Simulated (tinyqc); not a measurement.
Deformation potentials from a strained empirical pseudopotential: sweeps and comparisons. A value that a table varies takes the place of the one given here.

Diamond lattice, no spin-orbit coupling. Atomic form factor V(q) = a1 (q^2 - a2)/(a3 exp(a4 q^2) - 1) in rydberg with q in 1/bohr, for the unstrained cell. Under a strain e the reciprocal vectors and k go over into (1 + e)^(-1) G, the atoms sit at +/- tau with tau = (1 + e) a (1,1,1)/8 - zeta a (eyz, ezx, exy)/4, and H(G,G') = c |k + G|^2 delta + (V(q)/det(1 + e)) cos(q.tau), q = G - G', with the term q = 0 left out; c = hbar^2/2m0. The basis is fixed before straining: all G with |k + G|^2 up to 16 (2 pi/a)^2. k is given in units of 2 pi/a of the unstrained cell.

Constants: hbar^2/2m0 = 3.80998211 eV angstrom^2; Ry = 13.60569312 eV; a0 (Bohr radius) = 0.5291772105 angstrom.

Values chosen for the exercise (a germanium-sized cell with gaps well above those of Ge; shifted at random, so the results belong to these values and not to a real crystal):
- a = 5.666 angstrom (lattice constant)
- A = (0.4, 2.409, 2.067, 0.46) (a1 (Ry bohr^2), a2 (1/bohr^2), a3, a4 (bohr^2))
- h = 0.005 (size of the test strain)
- kD = 0.82 2 pi/a (position of the Delta minimum)
- a1 = 0.4
- a2 = 2.409
- a3 = 2.067
- a4 = 0.46

## The internal displacement

Xu of L (level 5, the lowest empty one) and d from exy = eyz = ezx = h for several zeta: Xu = [E(L [111]) - E(L [1-1-1])]/((8/3) h), d = (single valence level - pair)/(3 sqrt(3) h). zeta = 0 strains the bonds with the lattice; zeta = 1 keeps all four bond lengths equal to first order.

Results:
```
zeta  Xu (L) (eV)  d (eV)
0.00         9.03    1.64
0.25        10.16   -0.72
0.50        11.32   -3.07
0.60        11.78   -4.01
0.75        12.48   -5.43
1.00        13.67   -7.78
```

What can be read from the table?

From zeta = 0 to 1, d goes from 1.64 to -7.78 eV and Xu (L) from 9.03 to 13.67 eV, both nearly linearly: the displacement is an optical-phonon mode, and d = d(0) - zeta d0/4 gives its deformation potential d0 = 38 eV. Leaving the relaxation out (zeta = 0 for 0.5) moves d by +4.71 eV, which reverses its sign, and Xu (L) by -2.29 eV. Tetragonal strain has no such freedom.

## Size of the test strain

e = diag(-h/2, -h/2, h). Xu = [E(Delta z) - E(Delta x)]/(1.5 h) at fixed kD, b = [E(Z) - E(X, Y)]/(4.5 h); one-sided from +h alone, central from +h and -h.

Results (eV):
```
h       Xu one-sided  Xu central  b one-sided  b central
0.0010         7.753       7.756       -2.962     -2.959
0.0025         7.749       7.756       -2.967     -2.959
0.0050         7.741       7.757       -2.975     -2.959
0.0100         7.726       7.757       -2.992     -2.959
0.0200         7.698       7.760       -3.026     -2.959
0.0300         7.672       7.765       -3.059     -2.960
```

What can be read from the table?

From h = 0.001 to 0.03 the one-sided Xu drifts by -0.081 eV and the central one by +0.009 eV; for b the drifts are -0.097 and -0.001 eV. The central difference cancels the term of second order in the strain, so its error goes as h^2. At h = 0.02 the linear law errs by 0.8 % for the valley splitting and 2.3 % for the valence splitting.

## What each parameter of the potential does

Gaps from the valence top to level 5 at Gamma and level 5 at (kD,0,0) and L, and their deformation potentials [E(+h) - E(-h)]/(3 ln((1 + h)/(1 - h))) for e = +/- h 1, h = 0.002. The row for the lattice constant keeps V(q) without the volume factor, so it is not a strain. Each row changes one parameter from the base and keeps the others.

Results:
```
case                Gamma (eV)  Delta (eV)  L (eV)  potential Gamma (eV)  potential Delta (eV)  potential L (eV)
base                     1.612       1.202   1.114                 -8.80                  0.90             -2.84
a = 5.723 angstrom       1.410       1.435   1.166                 -8.99                  0.60             -3.04
a1 = 0.404               1.634       1.272   1.161                 -8.89                  0.87             -2.88
a2 = 2.433               1.473       1.264   1.096                 -8.85                  0.84             -2.88
a3 = 2.046               1.633       1.299   1.176                 -8.90                  0.88             -2.88
a4 = 0.455               1.673       1.277   1.176                 -8.95                  0.82             -2.94
```

What can be read from the table?

The largest shifts from the base row, up to three for each result and ties (the steps differ in size, so this ranks the rows, not the parameters). Gamma (eV): a -0.202, a2 -0.138, a4 +0.061. Delta (eV): a +0.233, a3 +0.097, a4 +0.074. L (eV): a4 +0.061, a3 +0.061, a +0.052. potential Gamma (eV): a -0.18, a4 -0.15, a3 -0.10. potential Delta (eV): a -0.31, a4 -0.09, a2 -0.06. potential L (eV): a -0.20, a4 -0.10, a2 -0.04, a1 -0.04, a3 -0.04.

Computed by tinyqc, a small Python program: `OMP_NUM_THREADS=1 python tinyqc.py 1851227 1851228 out.jsonl` (the numbers bound the seed that draws the inputs); one thread of a shared host (Intel(R) Xeon(R) Processor @ 2.30GHz), about 0.2 s for the whole set of steps.
